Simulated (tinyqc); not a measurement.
Gap and superfluid density against temperature: BCS gap equation with a constant attraction inside the Debye window. Computed by tinyqc, a small Python program. Command: `OMP_NUM_THREADS=1 python tinyqc.py 3026147 3026148 out.jsonl bcs walk`. One thread of a shared host (Intel(R) Xeon(R) Processor @ 2.30GHz), about 0.01 s of CPU time with the checks.

Pairs attract with strength V for |xi| < k_B Theta; N(0) is the density of states for one spin. Energies are given as temperatures (E/k_B, in K) unless marked.

Inputs (values chosen for the exercise, modelled on tin): coupling N(0)V = 0.246; Debye temperature Theta = 197 K.

Solver: secant.

Constants: k_B = 8.617333262e-05 eV/K.

Method:
- At T = 0 the gap equation 1/(N(0)V) = int_0^Theta d xi/sqrt(xi^2 + Delta^2) has the integral arcsinh(Theta/Delta), so Delta_0 = Theta/sinh(1/(N(0)V)); weak coupling gives 2 Theta exp(-1/(N(0)V)).
- Gap equation: 1/(N(0)V) = I(Delta, T) = int_0^Theta tanh(E/2T)/E d xi, E = sqrt(xi^2 + Delta^2); 64 Gauss-Legendre points in y with xi = max(Delta, T) sinh(y).
- T_c solves I(0, T_c) = 1/(N(0)V); the weak-coupling form is T_c = (2 e^C/pi) Theta exp(-1/(N(0)V)) with Euler's C = 0.5772157, and 2 Delta_0/T_c then tends to 2 pi e^-C = 3.528.
- Interpolation tanh(1.74 sqrt(T_c/T - 1)); near T_c, 1.74 sqrt(1 - T/T_c). Clean-limit superfluid fraction 1 - (1/2T) int_0^(40 T) cosh^-2(E/2T) d xi (64 points); two-fluid rule 1 - (T/T_c)^4.

T_c = 3.83357 K

Delta_0 = 6.76394 K

Reduced quantities:
```
T/T_c  Delta/Delta_0  tanh form  square-root form  superfluid fraction  two-fluid rule
0.10         1.00000    0.99994            1.6507              1.00000         0.99990
0.20         0.99988    0.99810            1.5563              0.99886         0.99840
0.30         0.99713    0.99022            1.4558              0.98179         0.99190
0.40         0.98505    0.97221            1.3478              0.92801         0.97440
0.50         0.95691    0.94023            1.2304              0.83419         0.93750
0.60         0.90704    0.88975            1.1005              0.70688         0.87040
0.70         0.82883    0.81411            0.9530              0.55394         0.75990
0.80         0.71111    0.70137            0.7782              0.38199         0.59040
0.90         0.52641    0.52267            0.5502              0.19609         0.34390
0.95         0.38037    0.37925            0.3891              0.09912         0.18549
0.98         0.24362    0.24358            0.2461              0.03989         0.07763
```

What does the comparison show, and why?

The tanh form misses the gap by at most about 0.017 (at T/T_c = 0.6); the square-root form is within 3 % only from T/T_c = 0.95. The gap keeps 99 % of Delta_0 up to T/T_c = 0.3, since quasiparticles are exponentially few. The two-fluid rule exceeds the BCS superfluid fraction most, by 0.21, at T/T_c = 0.8.
